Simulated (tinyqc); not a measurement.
Comparisons within one model: core-shell quantum dot (spherical envelope functions). A value that a table varies takes the place of the one given here.

Parabolic bands; strain and other valleys are left out. s states, u = r psi, hard wall at R + H, c = hbar^2/2m0, energies from the band edges of the core. Core: u = sin(k1 r)/k1, k1 = sqrt(m1 E/c). At R, psi and psi'/m are continuous, so u is continuous and its slope in the shell is s = u/R + (m2/m1)(u' - u/R). Shell: u(R + x) = u(R) cos(k2 x) + s sin(k2 x)/k2, k2 = sqrt(m2 (E - V)/c); for negative arguments the functions turn into sinh and cosh. A level has u(R + H) = 0.

Overlap = (integral of u_e u_h)^2 with normalised u. Coulomb integrals J_ab = (q/eps) double integral of u_a(r)^2 u_b(s)^2/max(r, s), q = e^2/(4 pi eps0), one eps everywhere. Exciton E = Eg + E_e + E_h - J_eh; first-order biexciton shift J_ee + J_hh - 2 J_eh (positive: repulsive).

Constants: hbar^2/2m0 = 3.80998211 eV angstrom^2; e^2/(4 pi eps0) = 14.39964547 eV angstrom; hc = 1239.841984 eV nm.

Inputs chosen for the exercise (near those of a ZnSe/CdS core-shell dot; shifted at random, so the results belong to these values and not to a real crystal): R = 25 angstrom (core radius); Vc = -0.804 eV (conduction edge of the shell above that of the core); Vv = 0.516 eV (hole barrier of the shell); me1 = 0.162 m0 (electron, core); me2 = 0.2 m0 (electron, shell); mh1 = 0.605 m0 (hole, core); mh2 = 0.833 m0 (hole, shell); Eg = 2.663 eV (gap of the core); eps = 6 (dielectric constant); Hs = (2, 9, 13, 21, 32, 45, 63) angstrom (shell thicknesses); H = 32 angstrom (shell thickness).

## Growing the shell

All quantities anew for each H.

Results:
```
H (angstrom)  E_e (eV)  E_h (eV)  electron in core  overlap  J_eh (meV)  E (eV)  biexciton shift (meV)
2               0.3036    0.0825             0.996    1.000       155.7   2.893                    0.0
9              -0.0264    0.0725             0.585    0.577       108.4   2.601                   24.7
13             -0.2605    0.0724             0.274    0.256        90.9   2.384                   45.5
21             -0.5257    0.0723             0.079    0.074        76.0   2.134                   62.6
32             -0.6649    0.0723             0.025    0.024        64.7   2.006                   74.2
45             -0.7278    0.0723             0.010    0.009        55.7   1.952                   83.4
63             -0.7629    0.0723             0.004    0.004        47.0   1.925                   92.4
```

The line moves by -968 meV: the electron gives -1066, the hole -10 and the weaker attraction +109 meV. Over the last step E_e moves by -35.1 meV and E_h by 0.0 meV; the electron level lies above the shell edge Vc, so at this thickness it still spreads with the shell; whether a thicker shell brings it below Vc depends on whether the core binds a level at all. The overlap goes from 1.000 to 0.004, which scales the radiative lifetime by 269.8 if the rate is proportional to it. In the thickest shell the electron is spread so far that the attraction of the hole, taken to first order here, would pull it back and raise the overlap.

## What each parameter does

All quantities anew. Each row changes one parameter from the base and keeps the others.

Results:
```
case             E (eV)  overlap  electron in core  biexciton shift (meV)
base              2.006    0.024             0.025                   74.2
R = 28 angstrom   1.998    0.019             0.025                   66.9
H = 37 angstrom   1.978    0.016             0.017                   78.2
Vc = -0.704 eV    2.102    0.029             0.030                   73.5
Vv = 0.387 eV     2.002    0.031             0.025                   70.7
me2 = 0.25 m0     1.984    0.019             0.018                   75.5
mh1 = 0.484 m0    2.017    0.029             0.025                   69.3
eps = 6.9         2.014    0.024             0.025                   64.6
```

The largest shifts from the base row, up to three for each result and ties (the steps differ in size, so this ranks the rows, not the parameters). E (eV): Vc +0.097, H -0.027, me2 -0.022. overlap: H -0.008, Vv +0.007, me2 -0.005, Vc +0.005, mh1 +0.005, R -0.005; unchanged at the printed digits by eps. electron in core: H -0.008, me2 -0.007, Vc +0.005; unchanged at the printed digits by R, Vv, mh1 and eps. biexciton shift (meV): eps -9.7, R -7.3, mh1 -4.9.

Program tinyqc; command `OMP_NUM_THREADS=1 python tinyqc.py 1281414 1281415 out.jsonl`; about 0.05 s on one thread of a shared Intel(R) Xeon(R) Processor @ 2.30GHz.
